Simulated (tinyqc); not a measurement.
Plain band against climbing image: nudged elastic band on a two-dimensional model surface. Computed by tinyqc, a small Python program. Command: `OMP_NUM_THREADS=1 python tinyqc.py 3028657 3028658 out.jsonl neb walk`. One thread of a shared host (Intel(R) Xeon(R) Processor @ 2.30GHz), about 0.3 s of CPU time with the checks.

V(x, y) = h u^2 + t x + (kappa/2)(y + c u)^2 with u = x^2/w^2 - 1; the path runs from the minimum near (-w, 0) to that near (w, 0).

Inputs (values chosen for the exercise, for a model surface):
```
quantity,value,unit
height h,0.58,eV
half width w,1.1,angstrom
transverse stiffness kappa,3.4,eV/angstrom^2
curvature c,0.69,angstrom
tilt t,-0.048,eV/angstrom
spring constant k_s,3.7,eV/angstrom^2
step factor eta,0.034,angstrom^2/eV
```

Surface: curved double well. Climbing image: off.

Method:
- Newton steps x(new) = x - H^-1 grad V (moves limited to 0.3 angstrom) from (-w, 0), (w, 0) and (0, c) give the two minima and the saddle.
- Tangent at image i: towards the higher neighbour if the energies rise or fall through i; at a maximum or minimum, tau = t+ dmax + t- dmin if V(i+1) > V(i-1), else t+ dmin + t- dmax, with t+ = R(i+1) - R(i), t- = R(i) - R(i-1) and dmax, dmin the larger and smaller of |V(i+1) - V(i)| and |V(i-1) - V(i)|; then normalise. Force F = -grad V + (grad V.tau) tau + k_s (|t+| - |t-|) tau.
- With a climbing image, the highest image feels instead F = -grad V + 2 (grad V.tau) tau and no spring.
- Update R(new) = R + eta F; the end points stay fixed.
- Images are counted without the end points, and convergence is judged on the largest force on an image. Each run starts on the straight line with the same k_s and eta, for at most 1500 iterations; errors are against the Newton saddle; a dash marks a run that did not reach 1e-4 eV/angstrom.

positions (angstrom):
```
,x,y
start,-1.08726,0.01589
end,1.11231,-0.01553
saddle,-0.02505,0.68964
```

energies (eV): start 0.052496, end -0.053097, saddle 0.580601

barrier from the start = 0.528105 eV

Error of the highest image (meV) and iterations:
```
images,"plain, error","plain, iterations","climbing, error","climbing, iterations"
2,-140.395,73,0,122
3,-2.152,86,0,88
4,-47.367,91,0,121
5,-2.149,132,0,95
6,-20.919,145,0,127
8,-10.614,203,0,156
10,-5.814,260,0,198
```

What follows from these numbers?

The plain band underestimates the barrier by 2.15 to 140.40 meV, depending on how near an image falls to the saddle (worst for 2 images, best for 5). The climbing image is within about 0.001 meV in every converged run, so few images suffice for the barrier.

Extremes, crossings and ranges named in words are read from the listed rows.
